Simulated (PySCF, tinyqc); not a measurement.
FCI on RHF in the 6-31g basis, for H2, spin multiplicity 1, step by step. The lowest restricted solution is unstable here: a spin-polarised one lies 0.0029 hartree lower (PySCF). Computed by tinyqc, a small Python program that keeps every step (integrals from PySCF). Settings: charge = 0, multiplicity = 1, basis = 6-31g, method = RHF, energy threshold = 1e-10, iteration cap = 64, orthogonalisation = symmetric, start = core, DIIS depth = 6, ci = FCI, davidson = 1. Command: `OMP_NUM_THREADS=1 python tinyqc.py 24531 24532 out.jsonl` (the two numbers bound the seeds that draw the settings). One thread of a shared host (Intel(R) Xeon(R) Processor @ 2.60GHz), about 0.07 s of CPU time with the checks. The early iterations of the SCF are left out here.

## One-electron integrals

Geometry (angstrom):
```
atom,x,y,z
H,0.00000,0.00000,0.00000
H,0.00000,0.00000,1.29200
```

Basis 6-31g: exponents (1/bohr^2) and contraction coefficients of normalised primitives:
```
element,l (shell),exponent,coefficient
H,s (1),18.73114,0.03349
H,s (1),2.82539,0.23473
H,s (1),0.64012,0.81376
H,s (2),0.16128,1.00000
```

Overlap, kinetic and nuclear-attraction integrals over the contracted functions; the nuclear repulsion is the sum of Za Zb / Rab.

nuclear repulsion = 0.4095799 hartree

overlap S, lower triangle:
```
,1H 1s,1H 2s,2H 1s,2H 2s
1H 1s,1.00000
1H 2s,0.65829,1.00000
2H 1s,0.11021,0.30086,1.00000
2H 2s,0.30086,0.61836,0.65829,1.00000
```

kinetic energy T (hartree), lower triangle:
```
,1H 1s,1H 2s,2H 1s,2H 2s
1H 1s,1.39568
1H 2s,0.25974,0.24192
2H 1s,-0.04625,0.05649,1.39568
2H 2s,0.05649,0.10165,0.25974,0.24192
```

nuclear attraction V (hartree), lower triangle:
```
,1H 1s,1H 2s,2H 1s,2H 2s
1H 1s,-2.06279
1H 2s,-1.01146,-1.03000
2H 1s,-0.17993,-0.46723,-2.06279
2H 2s,-0.46723,-0.68196,-1.01146,-1.03000
```

core Hamiltonian H = T + V (hartree), lower triangle:
```
,1H 1s,1H 2s,2H 1s,2H 2s
1H 1s,-0.66711
1H 2s,-0.75172,-0.78809
2H 1s,-0.22619,-0.41073,-0.66711
2H 2s,-0.41073,-0.58030,-0.75172,-0.78809
```

## Two-electron integrals

Functions are numbered as in S; the eight-fold symmetry (ij|kl) = (ji|kl) = (kl|ij) leaves the list below.

Two-electron integrals (ij|kl) in chemists' order, unique and non-zero (hartree):
```
i,j,k,l,(ij|kl)
1,1,1,1,1.07657
2,1,1,1,0.57847
2,1,2,1,0.32942
2,2,1,1,0.58740
2,2,2,1,0.36130
2,2,2,2,0.45315
3,1,1,1,0.07898
3,1,2,1,0.04734
3,1,2,2,0.05605
3,1,3,1,0.01102
3,2,1,1,0.14584
3,2,2,1,0.09306
3,2,2,2,0.12503
3,2,3,1,0.02449
3,2,3,2,0.06786
3,3,1,1,0.40842
3,3,2,1,0.26677
3,3,2,2,0.37975
3,3,3,1,0.07898
3,3,3,2,0.25279
3,3,3,3,1.07657
4,1,1,1,0.25279
4,1,2,1,0.14545
4,1,2,2,0.16215
4,1,3,1,0.02449
4,1,3,2,0.04963
4,1,3,3,0.14584
4,1,4,1,0.06786
4,2,1,1,0.31960
4,2,2,1,0.19963
4,2,2,2,0.25929
4,2,3,1,0.03907
4,2,3,2,0.09719
4,2,3,3,0.31960
4,2,4,1,0.09719
4,2,4,2,0.17327
4,3,1,1,0.26677
4,3,2,1,0.17325
4,3,2,2,0.24435
4,3,3,1,0.04734
4,3,3,2,0.14545
4,3,3,3,0.57847
4,3,4,1,0.09306
4,3,4,2,0.19963
4,3,4,3,0.32942
4,4,1,1,0.37975
4,4,2,1,0.24435
4,4,2,2,0.34177
4,4,3,1,0.05605
4,4,3,2,0.16215
4,4,3,3,0.58740
4,4,4,1,0.12503
4,4,4,2,0.25929
4,4,4,3,0.36130
4,4,4,4,0.45315
```

## Orthogonalisation

S = U s U^T; symmetric (Loewdin) form X = U s^(-1/2) U^T, so that X^T S X = 1.

eigenvalues of S: 0.19718  0.37205  1.07425  2.35651

X, lower triangle:
```
,1H 1s,1H 2s,2H 1s,2H 2s
1H 1s,1.25373
1H 2s,-0.50105,1.50010
2H 1s,0.01821,0.02351,1.25373
2H 2s,0.02351,-0.48116,-0.50105,1.50010
```

## Iteration 6 (converged): orbitals

converged F (hartree), lower triangle:
```
,1H 1s,1H 2s,2H 1s,2H 2s
1H 1s,0.14997
1H 2s,-0.37337,-0.27006
2H 1s,-0.28296,-0.33233,0.14997
2H 2s,-0.33233,-0.32273,-0.37337,-0.27006
```

Diagonalise F' = X^T F X, C = X C', fill 1 alpha and 1 beta electrons from the bottom; D = 2 C_occ C_occ^T. Each column has its largest component positive (the first on a tie).

F' = X^T F X (hartree), lower triangle:
```
,1,2,3,4
1,0.61776
2,-0.57670,0.22607
3,-0.11080,-0.12962,0.61776
4,-0.12962,-0.18509,-0.57670,0.22607
```

orbital energies (hartree): MO1 -0.46978, MO2 0.09545, MO3 1.01773, MO4 1.04426

coefficients C:
```
,MO1,MO2,MO3,MO4
1H 1s,0.25340,0.20096,0.92668,-0.92761
1H 2s,0.38597,0.93044,-0.69583,1.11111
2H 1s,0.25340,-0.20096,0.92668,0.92761
2H 2s,0.38597,-0.93044,-0.69583,-1.11111
```

D after iteration 6, lower triangle:
```
,1H 1s,1H 2s,2H 1s,2H 2s
1H 1s,0.12842
1H 2s,0.19561,0.29795
2H 1s,0.12842,0.19561,0.12842
2H 2s,0.19561,0.29795,0.19561,0.29795
```

## Convergence

Stop when the energy changes by less than 1e-10 hartree and every element of the error matrix X^T (F D S - S D F) X is below 3e-06.

Course of the cycle:
```
iteration,E (hartree),change,largest element of the error matrix
1,-1.0153719,-,1.17e-01
2,-1.0368579,-2.15e-02,1.86e-02
3,-1.0374091,-5.51e-04,1.44e-05
4,-1.0374091,-2.74e-10,5.87e-06
5,-1.0374091,-3.33e-11,3.69e-06
6,-1.0374091,-1.02e-11,2.69e-06
```

PySCF RHF in the same basis = -1.0374091 hartree

Converged in 6 iterations.

## Integrals over molecular orbitals

(pq|rs) = sum C_ip C_jq C_kr C_ls (ij|kl), one index at a time.

one-electron integrals over orbitals h = C^T H C (hartree), lower triangle:
```
,1,2,3,4
1,-0.97720
2,0.00000,-0.65041
3,-0.10613,0.00000,0.13896
4,0.00000,0.17109,0.00000,0.13397
```

Two-electron integrals over orbitals (pq|rs), unique and non-zero (hartree):
```
p,q,r,s,(pq|rs)
1,1,1,1,0.50742
2,1,2,1,0.12923
2,2,1,1,0.43755
2,2,2,2,0.41271
3,1,1,1,0.10613
3,1,2,2,0.07930
3,1,3,1,0.08104
3,2,2,1,0.04279
3,2,3,2,0.05290
3,3,1,1,0.47990
3,3,2,2,0.42234
3,3,3,1,0.11773
3,3,3,3,0.48829
4,1,2,1,-0.07563
4,1,3,2,-0.06519
4,1,4,1,0.08873
4,2,1,1,-0.12336
4,2,2,2,-0.08469
4,2,3,1,-0.07922
4,2,3,3,-0.13099
4,2,4,2,0.08703
4,3,2,1,-0.14606
4,3,3,2,-0.07608
4,3,4,1,0.11707
4,3,4,3,0.20376
4,4,1,1,0.49951
4,4,2,2,0.44308
4,4,3,1,0.14141
4,4,3,3,0.51099
4,4,4,2,-0.14736
4,4,4,4,0.54711
```

## FCI: determinants and Hamiltonian

Hartree-Fock energy = -1.0374091 hartree

Slater-Condon rules over spin orbitals, with the nuclear repulsion added and E(HF) subtracted on the diagonal. Only determinants linked to the reference directly or through others are kept (one block of an abelian symmetry group), so some states are absent.

Occupation strings over the orbitals (2 doubly, a alpha, b beta, 0 empty; spin orbitals ordered 1a 1b 2a 2b ...): 2000 a0b0 b0a0 0200 0a0b 0020 0b0a 0002

H - E(HF) between determinants (hartree), lower triangle:
```
,2000,a0b0,b0a0,0200,0a0b,0020,0b0a,0002
2000,0.00000
a0b0,0.00000,1.08865
b0a0,0.00000,-0.08104,1.08865
0200,0.12923,0.04279,-0.04279,0.55887
0a0b,-0.07563,-0.14606,0.06519,0.08640,1.37362
0020,0.08104,0.01160,-0.01160,0.05290,-0.07608,2.21320
0b0a,0.07563,0.06519,-0.14606,-0.08640,-0.08703,0.07608,1.37362
0002,0.08873,0.11707,-0.11707,0.08703,0.02373,0.20376,-0.02373,2.26203
```

## FCI: roots

Diagonalise (each vector has its largest component positive (the first on a tie)); all determinants have Ms = 0, so triplets appear too. The lowest singlet root is the correlation energy.

lowest roots of this matrix, relative to E(HF) (hartree): -0.04436  0.55881  0.98586  1.05393  1.30834  1.56620  2.05591  2.47395

lowest vectors:
```
,root 1,root 2,root 3,root 4
2000,0.96942,0.23331,0.00000,-0.02926
a0b0,0.02213,-0.09124,0.68285,0.61936
b0a0,-0.02213,0.09124,0.68285,-0.61936
0200,-0.22275,0.95236,0.00000,0.18102
0a0b,0.06394,-0.09573,0.18363,0.29527
0020,-0.02275,-0.04444,0.00000,0.04658
0b0a,-0.06394,0.09573,0.18363,-0.29527
0002,-0.03044,-0.04029,0.00000,-0.15038
```

<S^2> of these roots: 0.00000  0.00000  2.00000  0.00000  2.00000  0.00000  0.00000  0.00000

weight of the ground state by excitation level 0, 1, 2, ...: 0.93978  0.00098  0.05924

## The lowest root by the Davidson method

Start from the reference; add the residual divided by (theta - H_ii), orthogonalised, at each step.

Davidson iterations:
```
iteration,subspace,lowest Ritz value (hartree),residual norm
1,1,-1.13e-11,2.06e-01
2,2,-0.0425174,5.09e-02
3,3,-0.0443434,5.35e-03
4,4,-0.0443586,7.09e-04
5,5,-0.0443589,2.85e-05
6,6,-0.0443589,9.23e-17
```
